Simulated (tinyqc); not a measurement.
# Resistance of a tapered via with liner, size effect and interface, step by step

tinyqc, about 0.01 s, one thread, Intel Xeon 2.30GHz (shared host): `OMP_NUM_THREADS=1 python tinyqc.py 2750129 2750130 out.jsonl` Printed values are rounded.

A round via whose diameter grows from db at the bottom as D(z) = db + 2 z/tan(ang). The fill, of diameter D - 2 tl, starts above the bottom liner (thickness fb tl) and has rho = rho0 (1 + ks lam/(D - 2 tl)); the sidewall liner conducts in parallel with it. The bottom liner and the interface are crossed over the full area pi db^2/4. Spreading in the lines above and below is left out.

Inputs (values chosen for the exercise); fill metal close to ruthenium: diameter at the bottom db = 47 nm; height hv = 90 nm; sidewall angle ang = 88 degrees; bulk resistivity of the fill rho0 = 8.03 uohm cm; mean free path of the fill lam = 6.48 nm; size-effect factor ks = 1.4; liner on the sidewall tl = 0.4 nm; liner at the bottom over that on the sidewall fb = 0.7; resistivity of the liner rl = 220 uohm cm; interface resistivity at the bottom ri = 1.1e-12 ohm cm^2; ballistic conductance per area, about 3/(4 rho0 lam) Sb = 1.5e15 S/m^2.

## Slices of the via

Slices between z0 = fb tl and hv, evaluated at their midpoints: conductance per length pi/4 [(D - 2 tl)^2/rho + (D^2 - (D - 2 tl)^2)/rl], slice resistance = slice height over that. 10 slices.

```
slice   z (nm)   D (nm)  rho (uohm cm)  slice resistance (ohm)
0        4.766  47.3329        9.59552                0.505466
1      13.7380  47.9595        9.57472                0.491067
2        22.71  48.5861        9.55446                0.477272
3      31.6820  49.2127        9.53473                0.464047
4      40.6540  49.8393        9.51550                0.451362
5      49.6260  50.4660        9.49676                0.439186
6      58.5980  51.0926        9.47849                0.427495
7        67.57  51.7192        9.46066                0.416262
8      76.5420  52.3458        9.44327                0.405464
9      85.5140  52.9724        9.42630                0.395079
```

## Total resistance

R_fill = sum of the slices; R_bottom = rl fb tl/(pi db^2/4); R_interface = ri/(pi db^2/4); ballistic (Sharvin) limit 1/(Sb pi (db - 2 tl)^2/4); ideal cylinder rho0 hv/(pi db^2/4).

parts (ohm): fill 4.47270, bottom liner 0.355055, interface 0.0634026
R = 4.89116 ohm
shares (%): fill 91.4446, bottom liner 7.2591, interface 1.2963
ballistic limit = 0.397681 ohm
ideal cylinder = 4.16555 ohm

The fill is the largest part, and R is 1.17 times the ideal cylinder. With 2000 slices R = 4.8914 ohm.
